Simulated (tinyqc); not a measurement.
Polytypes and stacking faults of a tetrahedral semiconductor in an axial Ising model with couplings up to third neighbours: one step, computed by the program tinyqc. Command: `OMP_NUM_THREADS=1 python tinyqc.py 3007479 3007480 out.jsonl polytype walk`. One thread of a shared host (Intel(R) Xeon(R) Processor @ 2.30GHz), about 0.01 s of CPU time with the checks.

Each double layer has s = +1 or -1 for the sense of its stacking step; E per pair of atoms = E0 - sum_n J_n <s_i s_(i+n)>, n = 1, 2, 3. Hexagonality h = (1 - <s_i s_(i+1)>)/2.

Problem. Splitting of a basal screw dislocation. Screw line, bounded by the intrinsic fault of energy gamma: b = a, partials b_p = a/sqrt 3; d = G b_p^2 (2 - 3 nu)/(8 pi gamma (1 - nu)). One partial is driven off by the shear stress gamma/b_p along its Burgers vector.

Inputs (values chosen for the exercise, of the order of those of ZnS for J, a, G and the gaps): basal lattice constant a = 3.82 angstrom; shear modulus G = 33.2 GPa; Poisson ratio nu = 0.29.

Host polytype: 3C.

energy of the glide fault, intrinsic = 9.352356 mJ/m^2

Give: splitting width d; stress to open the fault.

Solution.

splitting width d = 10.93 nm

stress to open the fault = 42.41 MPa
